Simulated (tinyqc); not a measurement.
## Slope factor and drain-induced lowering from three currents

Inverse problem. With source and body at 0 V, I = A exp((Vg + dd Vd)/(nf Vt)) (1 - exp(-Vd/Vt)). Find nf, the swing nf Vt ln 10 and dd.

Parameters, values chosen for the exercise:
- T = 300 K (temperature)

Constants: q = 1.602176634e-19 C, kB = 1.380649e-23 J/K, Vt = kB T/q. Results are converted to the units shown.

currents at (Vg, Vd) = (0, 0.05), (0, 0.7) and (0.11, 0.7) V (nA/um): [0.0016172890, 0.0081210432, 0.17728962]

Solution. The pair at equal Vd gives nf; the pair at equal Vg, after dividing out the factors 1 - exp(-Vd/Vt), gives dd.

nf = 1.38
swing = 82.1 mV/decade
dd = 0.0800

Computed by the program tinyqc: `OMP_NUM_THREADS=1 python tinyqc.py 2242205 2242206 out.jsonl`, one thread of a shared Intel Xeon 2.30GHz, about 0.03 s for the whole run.
